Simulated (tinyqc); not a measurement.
Coherent transport through a tight-binding region between two chains, step by step. Computed by tinyqc, a small Python program that keeps every step. Settings: temperature = 300, mu = 0.27. Command: `OMP_NUM_THREADS=1 python tinyqc.py 29825 29826 out.jsonl` (the two numbers bound the seeds that draw the settings). One thread of a shared host (Intel(R) Xeon(R) Processor @ 2.60GHz), about 0.09 s of CPU time with the checks.

## Transmission at E = 0.75 eV

H of the central region (eV), lower triangle:
```
          1         2         3
1   0.37000
2  -0.49000   0.56000
3   0.00000  -1.11000  -0.27000
```

Leads: semi-infinite chains with site energy 0:
```
parameter                           value
lead hopping t (eV)              2.010000
coupling to the left lead (eV)   0.410000
coupling to the right lead (eV)  0.550000
left contact site                       1
right contact site                      3
```

E = 0.75000 eV

Surface Green function g = (E - i sqrt(4 t^2 - E^2)) / (2 t^2); self-energy tc^2 g on each contact site; G = (E - H - Sigma)^(-1); Gamma = -2 Im Sigma; T = Gamma_L Gamma_R |G_LR|^2; local density of states -Im G_ii / pi.

g = 0.09282-0.48878i 1/eV

G (1/eV), lower triangle:
```
                   1                  2                 3
1   1.62126-0.33519i
2   0.77893-0.02259i  -0.58305-0.11381i
3  -0.84902+0.15183i   0.65685+0.02945i  0.26236-0.07207i
```

local density of states (1/eV): 0.10669  0.03623  0.02294

transmission = 0.03615

## Transmission across the band

The same steps on a grid of energies.

T(E):
```
E (eV)             T
-3.8190000  4.73e-07
-3.4371000  2.50e-06
-3.0552000  8.20e-06
-2.6733000  2.55e-05
-2.2914000   0.00009
-1.9095000   0.00037
-1.5276000   0.00275
-1.1457000   0.10985
-0.7638000   0.02097
-0.3819000   0.01890
0.0000000    0.06748
0.3819000    0.31856
0.7638000    0.03491
1.1457000    0.03158
1.5276000    0.42557
1.9095000    0.00309
2.2914000    0.00038
2.6733000    0.00008
3.0552000   2.17e-05
3.4371000   5.79e-06
3.8190000   9.93e-07
```

levels of the isolated region (eV): -1.09580  0.27558  1.48023

## Current

I = (2e/h) int T(E) [f(E - mu - V/2) - f(E - mu + V/2)] dE at 300 K with mu = 0.27 eV, the bias not changing H; 2e^2/h = 77.48092 microsiemens; the integral runs over the band on 4001 points.

Current:
```
V (volt)  I (microampere)
0.01000           0.44348
0.05000           2.19056
0.10000           4.22479
0.20000           7.46376
0.40000          10.92400
0.80000          13.26630
```
